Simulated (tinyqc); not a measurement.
From resistivity back to carrier density n: mobility of a non-polar semiconductor in the relaxation-time approximation. Computed by tinyqc, a small Python program. Command: `OMP_NUM_THREADS=1 python tinyqc.py 3006285 3006286 out.jsonl rta inv`. One thread of a shared host (Intel(R) Xeon(R) Processor @ 2.30GHz), about 0.03 s of CPU time with the checks.

Each valley is treated as a sphere of mass m_d for states and rates, with one isotropic relaxation time; the conductivity mass m_c sets the current.

Inputs (values chosen for the exercise, modelled on electrons in germanium):
```
quantity                                           value       unit
longitudinal mass m_l                               1.63        m_0
transverse mass m_t                               0.0834        m_0
equivalent valleys Z                                   4          -
static permittivity eps_s                             16          -
density rho                                         5323     kg/m^3
sound velocity v_l                                  5280        m/s
acoustic deformation potential D_A                    11         eV
phonon energy hbar w                                31.1        meV
optical or intervalley deformation potential D_o     5.6  1e8 eV/cm
final valleys Z_f                                      3          -
compensation ratio C                                   0          -
temperature T                                        300          K
```

Band: parabolic. Impurity formula: Conwell-Weisskopf. Further scattering: none.

Constants: k_B = 8.617333262e-05 eV/K; m_0 = 9.1093837015e-31 kg; e = 1.602176634e-19 C; hbar = 1.054571817e-34 J s; eps_0 = 8.8541878128e-12 F/m; k_B = 1.380649e-23 J/K; hbar = 6.582119569e-16 eV s.

Method:
- m_d = (m_l m_t^2)^(1/3); 1/m_c = (1/m_l + 2/m_t)/3; Hall mass factor A = 3 K_m (K_m + 2)/(2 K_m + 1)^2, K_m = m_l/m_t; N_I = n (1 + C)/(1 - C).
- Parabolic band: E = hbar^2 k^2/(2 m), speed v = hbar k/m, states per spin, volume and energy g(E) = m k/(2 pi^2 hbar^2). Here m = m_d. Masses are multiplied by m_0 and all formulas are in SI units.
- The reduced Fermi level eta = E_F/(k_B T) solves n = 2 Z int g f dE with f = 1/(1 + exp(x - eta)) (Z = 1 unless valleys are given); screening length L_s = sqrt(eps_s eps_0 k_B T/(e^2 dn/deta)), dn/deta = 2 Z int g f (1 - f) dE.
- Integrals over x = E/(k_B T) use 160 Gauss-Legendre points in u = sqrt(x) from 0 to sqrt(max(eta, 0) + 32).
- Phonon occupation N_q = 1/(exp(hbar w/(k_B T)) - 1).
- Acoustic deformation potential (elastic, equipartition, absorption and emission together): 1/tau = 2 pi k_B T D_A^2 g(E)/(hbar rho v_l^2).
- Optical or intervalley deformation potential: 1/tau = (pi Z_f D_o^2/(rho w)) [N_q g(E + hbar w) + (N_q + 1) g(E - hbar w)], with g = 0 below the band edge.
- Each optical term is multiplied by (1 - f(E'))/(1 - f(E)), E' the final energy, for Pauli blocking.
- Singly charged impurities, momentum relaxation: 1/tau = N_I e^4 m (1 + 2 alpha E) Phi/(8 pi (eps_s eps_0)^2 hbar^3 k^3), with alpha = 0 for a parabolic band.
- Conwell-Weisskopf: Phi = ln(1 + y^2), y = 4 pi eps_s eps_0 E N_I^(-1/3)/e^2 (largest impact parameter N_I^(-1/3)/2).
- mu = (m_d/m_c) (2 Z e/(3 n k_B T)) int g v^2 tau f (1 - f) dE.
- Averages over x are split at the emission threshold x_0 = hbar w/(k_B T): 64 Gauss-Legendre points in sqrt(x) below it and 128 in sqrt(x - x_0) above it, up to x = max(eta, 0) + 32.
- Rates are added at each energy before the average. With <y> = int g v^2 y f (1 - f) dE: Hall factor r_H = A (3 n k_B T/(2 Z m_d)) <tau^2/(1 + 2 alpha E)>/<tau>^2 (alpha = 0 for a parabolic band); Hall mobility r_H mu; |S| = (k_B/e) (<x tau>/<tau> - eta); resistivity 1/(n e mu).

Problem. A run gave the result below. Find the carrier density n, known to lie between 3.5e+16 and 7.9e+16 1/cm^3.

resistivity = 0.04941221 ohm cm

Solution.

Each step takes the trial c = (a f_b - b f_a)/(f_b - f_a), f being the result less the target and a, b, c the logarithms of the listed values; c replaces end b, the old b replaces a if the sign of f changed, and otherwise f_a is halved.

Scan of the range:
```
carrier density n (1/cm^3)  resistivity (ohm cm)
3.50e+16                               0.0610020
4.01e+16                               0.0540018
4.59e+16                               0.0478928
5.26e+16                               0.0424756
6.02e+16                               0.0377551
6.90e+16                               0.0335540
7.90e+16                               0.0298837
```

False position (Illinois rule, in the logarithm of the input) inside the bracket:
```
step        end a        end b        trial  resistivity (ohm cm)
1     4.01000e+16  4.59000e+16  4.43834e+16             0.0493397
2     4.01000e+16  4.43834e+16  4.42457e+16             0.0494759
3     4.43834e+16  4.42457e+16  4.43100e+16             0.0494122
4     4.42457e+16  4.43100e+16  4.43100e+16             0.0494122
```

Resistivity falls at every point of a 13-point scan of the range (every second point is shown), so one value fits; it is bracketed by 4.01e16 and 4.59e16. Answer: carrier density n = 4.431e16 1/cm^3.
